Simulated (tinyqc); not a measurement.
# Short-channel transistor, virtual-source model with series resistance: what changes with what

The current per gate width is the charge at the top of the source barrier (the virtual source) times its velocity times a saturation function; al and be are fitting constants of the model. Units: I in uA/um, Rs in ohm um, so I Rs = 1e-6 I Rs in volts; Q in uC/cm^2, so I = 1e-4 Q vx0 Fsat with vx0 in cm/s.

Inputs (values chosen for the exercise): temperature T = 300 K; inversion capacitance Cinv = 3.63 uF/cm^2; velocity at the virtual source vx0 = 1.12e7 cm/s; apparent mobility mu = 560 cm^2/(V s); channel length L = 130 nm; threshold at zero drain voltage VT0 = 0.381 V; drain-induced barrier lowering dl = 0.173 V/V; subthreshold factor n0 = 1.16; growth of n with drain voltage nd = 0.05 1/V; threshold shift (in units of Vt) from weak to strong inversion al = 3.5; sharpness of saturation be = 1.8; series resistance of each contact Rs = 30 ohm um.

Constants: q = 1.602176634e-19 C, kB = 1.380649e-23 J/K, Vt = kB T/q. Results are converted to the units shown.

Each table varies one quantity; the others keep the values above.

## Output curve

Intrinsic voltages Vg' = Vgs - I Rs, Vd' = Vds - 2 I Rs. n = n0 + nd Vd', VT = VT0 - dl Vd', Ff = 1/(1 + exp((Vg' - VT + al Vt/2)/(al Vt))), Q = Cinv n Vt ln(1 + exp((Vg' - VT + al Vt Ff)/(n Vt))), Vdsat = (vx0 L/mu)(1 - Ff) + Vt Ff, Fsat = u/(1 + u^be)^(1/be) with u = Vd'/Vdsat, and I = Q vx0 Fsat per width. I is solved self-consistently. gds = dI/dVds, gm = dI/dVgs.

In this table Vgs = 0.9 V.

Output curve:
```
Vds (V)	I (uA/um)	Fsat	gds (uS/um)	gain gm/gds
0.1	526.3	0.2512	4936	0.1397
0.2	972.1	0.4647	3945	0.3427
0.3	1315	0.6244	2937	0.6567
0.4	1567	0.7342	2157	1.100
0.5	1755	0.8072	1633	1.644
0.6	1900	0.8558	1299	2.229
0.7	2019	0.8888	1088	2.794
0.8	2120	0.9120	951.9	3.299
0.9	2211	0.9287	861.5	3.728
```

The current rises from 526 to 2210 uA/um as Fsat rises from 0.251 to 0.929; gds falls from 4940 to 861 uS/um. The gain ends at 3.73, against 1/dl = 5.78 for a current that depends on Vds through barrier lowering alone.

## Effect of the series resistance of each contact on the on and off currents

Same model as above.

Ion is I at Vgs = Vds = 0.9 V, Ioff at Vgs = 0, Vds = 0.9 V, and Rlin = Vds/I at Vgs = 0.9 V, Vds = 0.05 V.

Results:
```
Rs (ohm um)	Ion (uA/um)	Ioff (nA/um)	log10(Ion/Ioff)	Rlin (ohm um)
0	2592.7	1169.1	3.3459	124.40
25	2266.7	1167.7	3.2880	175.10
50	2011.7	1166.4	3.2367	225.68
100	1639.2	1163.8	3.1488	326.48
200	1192.5	1158.6	3.0125	527.32
300	935.84	1153.4	2.9092	727.75
400	769.97	1148.4	2.8264	928.02
```

Estimate the missing row, Rs = 150 ohm um.

Computed row:
```
Rs (ohm um)	Ion (uA/um)	Ioff (nA/um)	log10(Ion/Ioff)	Rlin (ohm um)
150	1381.2	1161.2	3.0754	426.98
```

With this row back in the table: As Rs goes from 0 to 400 ohm um, Ion falls from 2590 to 770 uA/um, Ioff falls from 1170 to 1150 nA/um and Rlin rises from 124 to 928 ohm um. Ion changes by a factor of 0.297 and Ioff by 0.982. In every row the off current passes 1 uA/um, so the device is hardly off at Vgs = 0.

tinyqc, about 0.01 s, one thread, Intel Xeon 2.30GHz (shared host): `OMP_NUM_THREADS=1 python tinyqc.py 2380029 2380030 out.jsonl`
